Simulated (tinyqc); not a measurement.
Inside a calculation. Method: MP2 on RHF in the sto-3g basis, for BeH2, spin multiplicity 1. One step of it, computed by the program tinyqc.

Question. Iteration 7 (converged): orbitals. Diagonalise F' = X^T F X, C = X C', fill 3 alpha and 3 beta electrons from the bottom; D = 2 C_occ C_occ^T. Each column has its largest component positive (the first on a tie).

converged F (hartree), order 1Be 1s, 1Be 2s, 1Be 2px, 1Be 2py, 1Be 2pz, 2H 1s, 3H 1s:
$$\begin{pmatrix}
-4.521906 & -1.288550 & 0.000000 & 0.000079 & 0.002811 & -0.279568 & -0.297199 \\
-1.288550 & -0.614068 & 0.000000 & 0.004057 & -0.024923 & -0.375919 & -0.385981 \\
0.000000 & 0.000000 & 0.213495 & 0.000000 & 0.000000 & 0.000000 & 0.000000 \\
0.000079 & 0.004057 & 0.000000 & -0.193326 & 0.000727 & -0.317174 & 0.321361 \\
0.002811 & -0.024923 & 0.000000 & 0.000727 & 0.209484 & -0.030554 & -0.031180 \\
-0.279568 & -0.375919 & 0.000000 & -0.317174 & -0.030554 & -0.268917 & -0.032835 \\
-0.297199 & -0.385981 & 0.000000 & 0.321361 & -0.031180 & -0.032835 & -0.279484
\end{pmatrix}$$

X, order 1Be 1s, 1Be 2s, 1Be 2px, 1Be 2py, 1Be 2pz, 2H 1s, 3H 1s:
$$\begin{pmatrix}
0.020243 & -0.352727 & 0.858683 & 0.000000 & -0.396033 & 0.110242 & 0.225761 \\
-0.094681 & 1.163164 & -0.120649 & 0.000000 & -0.077162 & 0.227442 & 0.469317 \\
0.000000 & 0.000000 & 0.000000 & 1.000000 & 0.000000 & 0.000000 & 0.000000 \\
1.301048 & 0.080091 & 0.002438 & 0.000000 & -0.001081 & 0.495544 & -0.237305 \\
-0.012024 & 0.145539 & 0.440360 & 0.000000 & 0.890031 & 0.026778 & 0.055198 \\
-0.875283 & -0.801597 & -0.256574 & 0.000000 & 0.121371 & 0.498379 & 0.152603 \\
0.997986 & -0.688193 & -0.251764 & 0.000000 & 0.119293 & -0.189259 & 0.483820
\end{pmatrix}$$

Give: F' = X^T F X; orbital energies; coefficients C; D after iteration 7.

Answer.

F' = X^T F X (hartree):
$$\begin{pmatrix}
0.808 & 0.020 & -0.021 & 0.000 & 0.008 & 0.038 & -0.027 \\
0.020 & 0.353 & 0.495 & 0.000 & -0.218 & 0.094 & 0.188 \\
-0.021 & 0.495 & -2.852 & 0.000 & 1.551 & -0.623 & -1.290 \\
0.000 & 0.000 & 0.000 & 0.213 & 0.000 & 0.000 & 0.000 \\
0.008 & -0.218 & 1.551 & 0.000 & -0.577 & 0.329 & 0.681 \\
0.038 & 0.094 & -0.623 & 0.000 & 0.329 & -0.556 & -0.334 \\
-0.027 & 0.188 & -1.290 & 0.000 & 0.681 & -0.334 & -1.094
\end{pmatrix}$$

orbital energies (hartree): MO1 -4.525, MO2 -0.440, MO3 -0.398, MO4 0.206, MO5 0.213, MO6 0.428, MO7 0.810

coefficients C, order 1Be 1s, 1Be 2s, 1Be 2px, 1Be 2py, 1Be 2pz, 2H 1s, 3H 1s:
$$\begin{pmatrix}
0.992 & -0.217 & -0.014 & 0.057 & 0.000 & -0.219 & 0.005 \\
0.032 & 0.578 & 0.041 & -0.247 & 0.000 & 1.120 & -0.041 \\
0.000 & 0.000 & 0.000 & 0.000 & 1.000 & 0.000 & 0.000 \\
0.000 & -0.033 & 0.498 & -0.001 & 0.000 & 0.021 & 1.323 \\
0.000 & 0.028 & 0.002 & 0.968 & 0.000 & 0.271 & -0.006 \\
-0.004 & 0.363 & 0.444 & 0.110 & 0.000 & -0.786 & -0.896 \\
-0.003 & 0.419 & -0.388 & 0.109 & 0.000 & -0.758 & 0.951
\end{pmatrix}$$

D after iteration 7, order 1Be 1s, 1Be 2s, 1Be 2px, 1Be 2py, 1Be 2pz, 2H 1s, 3H 1s:
$$\begin{pmatrix}
2.062 & -0.189 & 0.000 & 0.001 & -0.012 & -0.177 & -0.178 \\
-0.189 & 0.674 & 0.000 & 0.003 & 0.033 & 0.456 & 0.452 \\
0.000 & 0.000 & 0.000 & 0.000 & 0.000 & 0.000 & 0.000 \\
0.001 & 0.003 & 0.000 & 0.499 & 0.000 & 0.418 & -0.415 \\
-0.012 & 0.033 & 0.000 & 0.000 & 0.002 & 0.022 & 0.022 \\
-0.177 & 0.456 & 0.000 & 0.418 & 0.022 & 0.657 & -0.041 \\
-0.178 & 0.452 & 0.000 & -0.415 & 0.022 & -0.041 & 0.653
\end{pmatrix}$$
